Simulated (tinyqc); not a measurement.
Inside a calculation. Model: global model of a low-pressure process discharge: electron temperature, density, ion flux and ion energy. Computed by tinyqc, a small Python program that keeps every step. Command: `OMP_NUM_THREADS=1 python tinyqc.py 3113694 3113695 out.jsonl plasma walk`. One thread of a shared host (Intel(R) Xeon(R) Processor @ 2.30GHz), about 0.01 s of CPU time with the checks. Intermediate numbers are printed to about 7 digits and carried at full precision; extremes and crossings named in words are read from the listed rows.

Maxwellian electrons with temperature T_e in eV, one positive ion, no negative ions, uniform bulk density n; rate constants have the Arrhenius form.

Inputs (values chosen for the exercise, of the order of those of an inductive discharge in a simple atomic gas): ion mass M = 40 u; ionisation prefactor K0 = 5.1e-14 m^3/s; ionisation energy E_iz = 14.4 eV; excitation prefactor X0 = 1.6e-14 m^3/s; excitation energy E_ex = 8.3 eV; elastic rate constant K_el = 9e-14 m^3/s; ion-neutral cross section = 7.4e-19 m^2; pressure p = 0.38 Pa; gas temperature T_g = 400 K; radius R = 16 cm; height L = 19 cm; absorbed power P = 590 W; bias power P_b = 19 W; radius of the biased electrode = 5 cm; bias frequency = 60 MHz; mixing = 0.4.

Constants: k_B = 1.380649e-23 J/K; e = 1.602176634e-19 C; u = 1.6605390666e-27 kg; m_0 = 9.1093837015e-31 kg; eps_0 = 8.8541878128e-12 F/m.

## Geometry factors

n_g = p/(k_B T_g); lambda_i = 1/(n_g sigma); h_L = 0.86/sqrt(3 + L/(2 lambda_i)), h_R = 0.8/sqrt(4 + R/lambda_i); A_eff = 2 pi R^2 h_L + 2 pi R L h_R; d_eff = pi R^2 L/A_eff.

gas density n_g = 6.880822e+19 1/m^3

ion mean free path = 1.963939 cm

h_L = 0.3071974

h_R = 0.2295395

A_eff = 932.5662 cm^2

d_eff = 16.38565 cm

## A fixed-point cycle for T_e

Particle balance: K0 exp(-E_iz/T_e) n_g d_eff = u_B, u_B = sqrt(e T_e/M). Cycle: T_out = T sqrt(loss/creation) with loss/creation = u_B/(K0 exp(-E_iz/T) n_g d_eff); T -> T + mixing (T_out - T), kept between 0.3 and 60 eV, from 3 eV; stop at |T_out - T| < 1e-9 eV or after 60 steps.

Course:
```
step    T (eV)  T_out (eV)  residual (eV)
0     3.000000    2.261890  -7.381098e-01
1     2.704756    2.582293  -1.224632e-01
2     2.655771    2.650986  -4.785248e-03
3     2.653857    2.653782  -7.519261e-05
4     2.653827    2.653826  -1.112038e-06
5     2.653826    2.653826  -1.642998e-08
6     2.653826    2.653826  -2.427440e-10
```

last residual = 2.427440e-10 eV

Converged in 7 steps.

## Electron temperature

Root found by bracketing.

T_e = 2.653826 eV

Bohm velocity u_B = 2530.095 m/s

K_iz = 2.244051e-16 m^3/s

## Energy per pair and density

E_c = E_iz + (X0 exp(-E_ex/T_e) E_ex + K_el (3 m_0/M) T_e)/K_iz; wall potential V_s = (T_e/2) ln(M/(2 pi m_0)); E_T = E_c + 2 T_e + T_e/2 + V_s; n = P/(e u_B A_eff E_T); ion current density J = e h_L n u_B; ionised share n/n_g.

collisional loss per pair E_c = 40.37862 eV

wall potential V_s = 12.41882 V

E_T = 59.43200 eV

plasma density n = 2.626060e+11 1/cm^3

ion current density J = 3.270164 mA/cm^2

ionised share = 0.003816492

Collisions take 68 % of the power and the walls the rest. T_e came from the particle balance alone; the power sets only n.

## Biased electrode

All bias power goes to ions: V_b = P_b/(J pi r^2). Debye length at the sheath edge lambda_D = sqrt(eps_0 T_e/(e h_L n)); Child-law sheath s = (sqrt2/3) lambda_D (2 V/T_e)^(3/4), V = V_b + V_s; ion transit time tau_i = 3 s sqrt(M/(2 e V)); collisions in the sheath s/lambda_i.

bias voltage V_b = 73.97658 V

lambda_D = 42.63775 micrometre

sheath width s = 0.4607063 mm

ion transit time = 67.69934 ns

transit time over bias period = 4.061961

s/lambda_i = 0.02345828

Ions take many periods to cross and see the mean voltage: a narrow energy distribution. The sheath is nearly free of collisions.

## Pressure series at fixed power

n_g = p/(k_B T_g), lambda_i = 1/(n_g sigma), K_iz = K0 exp(-E_iz/T_e), h_L = 0.86/sqrt(3 + L/(2 lambda_i)), h_R = 0.8/sqrt(4 + R/lambda_i), A_eff = 2 pi R^2 h_L + 2 pi R L h_R and d_eff = pi R^2 L/A_eff follow p. E_c = E_iz + (X0 exp(-E_ex/T_e) E_ex + K_el (3 m_0/M) T_e)/K_iz; E_T = E_c + (5/2) T_e + (T_e/2) ln(M/(2 pi m_0)); n = P/(e u_B A_eff E_T); J = e h_L n u_B. Pressures without a root below 2 E_iz are left out.

Against pressure:
```
p (Pa)  T_e (eV)  E_c (eV)  E_T (eV)    n (1/cm^3)  J (mA/cm^2)
0.1     4.045881   26.1706   55.2183  1.660421e+11     3.457565
0.2     3.192677   32.0165   54.9387  2.160085e+11     3.507289
0.5     2.470544   45.2177   62.9552  2.817934e+11     3.097336
1.0     2.096084   62.3552   77.4043  3.246307e+11     2.535979
2.0     1.814530   89.8646  102.8922  3.545629e+11     1.915909
5.0     1.537910  153.1762  164.2177  3.703705e+11     1.203979
10.0    1.378315  235.4605  245.3562  3.665085e+11     0.806684
20.0    1.248767  368.0469  377.0125  3.525309e+11     0.525270
```

T_e falls from 4.05 to 1.25 eV, n changes by a factor 2.1 and J by 0.15; in J = P h_L/(A_eff E_T), E_T changes by a factor 6.83 and is least at 0.2 Pa, between wall losses at high T_e and excitation losses at low T_e.

Checks made by the program: cycle against bracketing (relative difference below 1e-10).
